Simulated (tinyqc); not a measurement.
Inside a calculation. Method: CID on RHF in the 6-311g basis, for H2, spin multiplicity 1. One step of it, computed by the program tinyqc.

Question. CID: determinants and Hamiltonian. Slater-Condon rules over spin orbitals, with the nuclear repulsion added and E(HF) subtracted on the diagonal. Only determinants linked to the reference directly or through others are kept (one block of an abelian symmetry group), so some states are absent.

one-electron integrals over orbitals h = C^T H C (hartree), lower triangle:
```
           1          2          3          4         5         6
1  -1.099099
2   0.000000  -0.542924
3   0.120159   0.000000  -0.330025
4   0.000000   0.205648   0.000000  -0.262037
5   0.000000   0.030183   0.000000  -0.198857  1.417611
6   0.061761   0.000000  -0.138132   0.000000  0.000000  1.530021
```

Two-electron integrals over orbitals (pq|rs), unique and non-zero (hartree):
```
(11|11) 0.570735    (21|21) 0.072750    (22|11) 0.369786    (22|22) 0.316781
(31|11) -0.120159   (31|22) -0.039190   (31|31) 0.054059    (32|21) 0.013287
(32|32) 0.029754    (33|11) 0.355793    (33|22) 0.281296    (33|31) -0.039374
(33|33) 0.281282    (41|21) -0.074666   (41|32) 0.008726    (41|41) 0.096122
(42|11) -0.140157   (42|22) -0.060421   (42|31) 0.048572    (42|33) -0.051939
(42|42) 0.065491    (43|21) 0.050576    (43|32) 0.013994    (43|41) -0.050183
(43|43) 0.042078    (44|11) 0.455539    (44|22) 0.335486    (44|31) -0.080359
(44|33) 0.306369    (44|42) -0.101813   (44|44) 0.395357    (51|21) -0.028676
(51|32) 0.019835    (51|41) 0.054135    (51|43) -0.028451   (51|51) 0.074625
(52|11) -0.029430   (52|22) 0.005491    (52|31) 0.024670    (52|33) -0.005791
(52|42) 0.012570    (52|44) -0.019819   (52|52) 0.029546    (53|21) 0.034285
(53|32) -0.008249   (53|41) -0.048098   (53|43) 0.024224    (53|51) -0.041825
(53|53) 0.031604    (54|11) 0.126496    (54|22) 0.039890    (54|31) -0.057522
(54|33) 0.046101    (54|42) -0.053186   (54|44) 0.089097    (54|52) -0.041213
(54|54) 0.084090    (55|11) 0.597437    (55|22) 0.384323    (55|31) -0.140500
(55|33) 0.361268    (55|42) -0.159434   (55|44) 0.490272    (55|52) -0.063008
(55|54) 0.185286    (55|55) 0.723028    (61|11) -0.061761   (61|22) -0.018404
(61|31) 0.038336    (61|33) -0.018644   (61|42) 0.031837    (61|44) -0.053758
(61|52) 0.038448    (61|54) -0.067246   (61|55) -0.131953   (61|61) 0.070464
(62|21) -0.012288   (62|32) 0.007497    (62|41) 0.023143    (62|43) -0.014968
(62|51) 0.036841    (62|53) -0.018260   (62|62) 0.020546    (63|11) 0.088234
(63|22) 0.038285    (63|31) -0.034817   (63|33) 0.032481    (63|42) -0.037661
(63|44) 0.066088    (63|52) -0.019220   (63|54) 0.048358    (63|55) 0.125055
(63|61) -0.038580   (63|63) 0.032434    (64|21) 0.029573    (64|32) -0.019439
(64|41) -0.052536   (64|43) 0.023861    (64|51) -0.062760   (64|53) 0.038138
(64|62) -0.031493   (64|64) 0.058535    (65|21) 0.114303    (65|32) -0.008920
(65|41) -0.145308   (65|43) 0.085895    (65|51) -0.121083   (65|53) 0.090569
(65|62) -0.057936   (65|64) 0.111551    (65|65) 0.288908    (66|11) 0.595635
(66|22) 0.375626    (66|31) -0.136869   (66|33) 0.361562    (66|42) -0.157210
(66|44) 0.482625    (66|52) -0.061626   (66|54) 0.179523    (66|55) 0.704200
(66|61) -0.117987   (66|63) 0.118592    (66|66) 0.697907
```

nuclear repulsion = 0.53023769 hartree

Hartree-Fock energy = -1.09722534 hartree

Give: determinants; H - E(HF) between determinants.

Answer.

Occupation strings over the orbitals (2 doubly, a alpha, b beta, 0 empty; spin orbitals ordered 1a 1b 2a 2b ...): 200000 020000 0a0b00 0a00b0 002000 00a00b 0b0a00 000200 000ab0 0b00a0 000ba0 000020 00b00a 000002

H - E(HF) between determinants (hartree), lower triangle:
```
        200000  020000  0a0b00  0a00b0  002000  00a00b  0b0a00  000200
200000   0.000
020000   0.073   0.858
0a0b00  -0.075   0.145   1.158
0a00b0  -0.029   0.036  -0.159   2.886
002000   0.054   0.030   0.014  -0.008   1.249
00a00b   0.038   0.007  -0.019  -0.009  -0.106   3.189
0b0a00   0.075  -0.145  -0.065  -0.013  -0.014   0.015   1.158
000200   0.096   0.065   0.104  -0.053   0.042   0.024  -0.104   1.499
000ab0   0.054   0.013  -0.053   0.046   0.024   0.086  -0.010  -0.110
0b00a0   0.029  -0.036  -0.013  -0.030   0.008   0.018  -0.159   0.053
000ba0  -0.054  -0.013  -0.010   0.041  -0.024  -0.038  -0.053   0.110
000020   0.075   0.030  -0.041  -0.033   0.032   0.091   0.041   0.084
00b00a  -0.038  -0.007   0.015   0.018   0.106  -0.032  -0.019  -0.024
000002   0.070   0.021  -0.031  -0.058   0.032  -0.020   0.031   0.059

        000ab0  0b00a0  000ba0  000020  00b00a  000002
000ab0   3.273
0b00a0   0.041   2.886
000ba0  -0.084   0.046   3.273
000020  -0.014   0.033   0.014   5.186
00b00a  -0.038  -0.009   0.086  -0.091   3.189
000002   0.112   0.058  -0.112   0.289   0.020   5.385
```
